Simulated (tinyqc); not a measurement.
Schottky diode by thermionic emission with image-force lowering and series resistance: one step of the calculation.

Metal on an n-type semiconductor with one parabolic valley; V > 0 is forward bias (metal positive). I = I0 [exp(Vj/(n Vt)) - 1] with Vj = V - I Rs; I0 = S A* T^2 exp(-(phi - dphi)/Vt), the lowering dphi taken at zero bias.

Problem. Junction voltage. Newton step for g(Vj) = Vj + Rs I0 [exp(Vj/(n Vt)) - 1] - V = 0: Vj(new) = Vj - g/g', g' = 1 + Rs I0 exp(Vj/(n Vt))/(n Vt).

Parameters, values chosen for the exercise; band and dielectric values those of a made-up semiconductor:
- T = 200 K (temperature)
- n = 1.14 (ideality factor)
- Rs = 32 ohm (series resistance)
- V = 0.4 V (applied bias)

Constants: q = 1.602176634e-19 C, kB = 1.380649e-23 J/K, Vt = kB T/q. Results are converted to the units shown.

I0 = 6.0392702e-11 A
Vj after iteration 1 = 0.38063592 V

Find: Vj after iteration 2.

Solution.

Vj after iteration 2 = 0.3625 V

tinyqc, about 0.01 s, one thread, Intel Xeon 2.30GHz (shared host): `OMP_NUM_THREADS=1 python tinyqc.py 2640069 2640070 out.jsonl`
